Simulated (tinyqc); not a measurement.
Where a level does most harm: Shockley-Read-Hall recombination through one deep level.

One level at Et with degeneracy 1: tn = 1/(sn vth Nt), tp = 1/(sp_ vth Nt), n1 = Nc exp((Et - Eg)/kT), p1 = Nv exp(-Et/kT), ni^2 = n1 p1. Equilibrium p0 = Nm, n0 = ni^2/Nm; n = n0 + dn, p = p0 + dn. U = (n p - ni^2)/(tp (n + n1) + tn (p + p1)), lifetime dn/U; emission rates en = sn vth n1, ep = sp_ vth p1.

Constants: kB = 8.617333262e-05 eV/K.

Parameters, chosen for this exercise (gap and densities of states near those of GaN at this temperature; shifted at random, so the results belong to these values and not to a real crystal): Eg = 3.435 eV (gap); Nc = 2.28e+18 1/cm^3 (conduction-band density of states); Nv = 4.52e+19 1/cm^3 (valence-band density of states); T = 300 K; Nt = 1.9e+14 1/cm^3 (defects); sn = 9.2e-16 cm^2 (electron capture cross-section); sp_ = 7.8e-16 cm^2 (hole capture cross-section); vth = 16000000 cm/s (thermal velocity, both carriers); Nm = 1.9e+15 1/cm^3 (equilibrium holes for the lifetime steps).

Et takes the values listed; G = Nt en ep/(en + ep) in a depleted region; the lifetime is for dn = 1e11 1/cm^3.

Results:

| Et (eV) | lifetime (microsecond) | G (1/(cm^3 s)) |
|---|---|---|
| 0.206 | 3.30 | 3.63e-30 |
| 0.481 | 0.358 | 1.51e-25 |
| 0.756 | 0.358 | 6.30e-21 |
| 1.030 | 0.358 | 2.53e-16 |
| 1.305 | 0.358 | 1.05e-11 |
| 1.855 | 0.358 | 7.37e-06 |
| 2.130 | 0.358 | 1.77e-10 |
| 2.404 | 0.358 | 4.41e-15 |
| 2.679 | 0.358 | 1.06e-19 |
| 2.954 | 0.358 | 2.54e-24 |
| 3.229 | 0.533 | 6.10e-29 |

Give the missing row, Et (eV) = 1.580.

Computed row:
```
Et (eV)  lifetime (microsecond)  G (1/(cm^3 s))
1.580                     0.358        4.38e-07
```

Generation peaks where en = ep, at Eg/2 + (kT/2) ln(sp_ Nv/(sn Nc)) = 1.754 eV; the largest value listed is at 1.855 eV, and G falls by a decade for each 0.060 eV away from the peak. The lifetime is within a factor 2 of its minimum, 0.358 microsecond, from 0.481 to 3.229 eV: recombination tolerates a wide range of Et, generation a narrow one.

tinyqc: `OMP_NUM_THREADS=1 python tinyqc.py 1650562 1650563 out.jsonl`; about 0.01 s, one thread, shared Intel(R) Xeon(R) Processor @ 2.30GHz.
